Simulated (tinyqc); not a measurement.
Adsorption as a lattice gas: isotherms with interactions, competition, desorption peaks and saturation dose. Changing the heating rate beta. Computed by tinyqc, a small Python program. Command: `OMP_NUM_THREADS=1 python tinyqc.py 3019121 3019122 out.jsonl adsorb sweep`. One thread of a shared host (Intel(R) Xeon(R) Processor @ 2.30GHz), about 0.01 s of CPU time with the checks.

One adsorbate per site; a molecule needs 1 empty site. Gas and surface have the same temperature.

Inputs (values chosen for the exercise, for a model surface): desorption energy E = 0.871 eV; prefactor nu = 6.3e+13 1/s.

Adsorption: molecular (first order).

Constants: k_B = 8.617333262e-05 eV/K.

Method. The peak obeys E/(k_B T_p^2) = (nu/beta) exp(-E/(k_B T_p)) exactly. Redhead's shortcut, with the constant 3.46 (3.64 is also in use), reads E back as k_B T_p [ln(nu' T_p/beta) - 3.46], nu' = nu.

One run for each value:

| heating rate beta (K/s) | peak temperature T_p (K) | E by Redhead's shortcut (eV) |
|---|---|---|
| 0.1 | 279.8 | 0.8741 |
| 0.31 | 288.4 | 0.8734 |
| 0.99 | 297.7 | 0.8727 |
| 3.1 | 307.4 | 0.8719 |
| 9.7 | 317.8 | 0.8710 |
| 30 | 328.8 | 0.8700 |
| 96 | 340.9 | 0.8689 |
| 300 | 353.6 | 0.8677 |

Over the rows, peak temperature T_p (K) rises from 280 to 354 (exponent d ln y / d ln x 0.027 between the first rows and 0.032 between the last); E by Redhead's shortcut (eV) falls from 0.8741 to 0.8677 (exponent d ln y / d ln x -6.6e-4 between the first rows and -0.0012 between the last). The slope of ln(beta/T_p^2) against 1/T_p gives E = 0.8710 eV without knowledge of nu.

Extremes, crossings and ranges named in words are read from the listed rows.
